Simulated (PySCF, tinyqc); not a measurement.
Worked calculation: MP2 on RHF in the 6-31g basis, for H3+, spin multiplicity 1. The lowest restricted solution is unstable here: a spin-polarised one lies 0.0044 hartree lower (PySCF). One step of it, computed by the program tinyqc.

Task: Iteration 7 (converged): orbitals. Diagonalise F' = X^T F X, C = X C', fill 1 alpha and 1 beta electrons from the bottom; D = 2 C_occ C_occ^T. Each column has its largest component positive (the first on a tie).

converged F (hartree), lower triangle:
```
           1H 1s      1H 2s      2H 1s      2H 2s      3H 1s      3H 2s
1H 1s  -0.285410
1H 2s  -0.687971  -0.704541
2H 1s  -0.335403  -0.425149  -0.186366
2H 2s  -0.452285  -0.515902  -0.532622  -0.502618
3H 1s  -0.335403  -0.425149  -0.062682  -0.149850  -0.186366
3H 2s  -0.452285  -0.515902  -0.149850  -0.263561  -0.532622  -0.502618
```

X, lower triangle:
```
           1H 1s      1H 2s      2H 1s     2H 2s      3H 1s     3H 2s
1H 1s   1.274621
1H 2s  -0.593344   2.164275
2H 1s   0.004920   0.012146   1.254596
2H 2s   0.063537  -0.752013  -0.499748  1.630461
3H 1s   0.004920   0.012146  -0.008199  0.028342   1.254596
3H 2s   0.063537  -0.752013   0.028342  0.206143  -0.499748  1.630461
```

Give: F' = X^T F X; orbital energies; coefficients C; D after iteration 7.

Result:

F' = X^T F X (hartree), lower triangle:
```
         1        2        3        4        5       6
1   0.2497
2  -0.6548   0.0410
3  -0.1285  -0.1382   0.2365
4  -0.0920  -0.1926  -0.5200   0.0035
5  -0.1285  -0.1382  -0.0101   0.0129   0.2365
6  -0.0920  -0.1926   0.0129  -0.0528  -0.5200  0.0035
```

orbital energies (hartree): MO1 -0.8743, MO2 -0.3899, MO3 -0.0844, MO4 0.6007, MO5 0.6928, MO6 0.8257

coefficients C:
```
          MO1      MO2      MO3      MO4      MO5      MO6
1H 1s  0.2999   0.0000   0.2587   0.2841   0.0000  -1.3219
1H 2s  0.4264   0.0000   1.3980   0.0908   0.0000   2.0057
2H 1s  0.2054   0.2869  -0.1585   0.8780  -0.9244   0.2230
2H 2s  0.1334   0.5325  -0.9829  -0.8362   0.9329  -0.8272
3H 1s  0.2054  -0.2869  -0.1585   0.8780   0.9244   0.2230
3H 2s  0.1334  -0.5325  -0.9829  -0.8362  -0.9329  -0.8272
```

D after iteration 7, lower triangle:
```
        1H 1s   1H 2s   2H 1s   2H 2s   3H 1s   3H 2s
1H 1s  0.1798
1H 2s  0.2557  0.3637
2H 1s  0.1232  0.1752  0.0844
2H 2s  0.0800  0.1138  0.0548  0.0356
3H 1s  0.1232  0.1752  0.0844  0.0548  0.0844
3H 2s  0.0800  0.1138  0.0548  0.0356  0.0548  0.0356
```
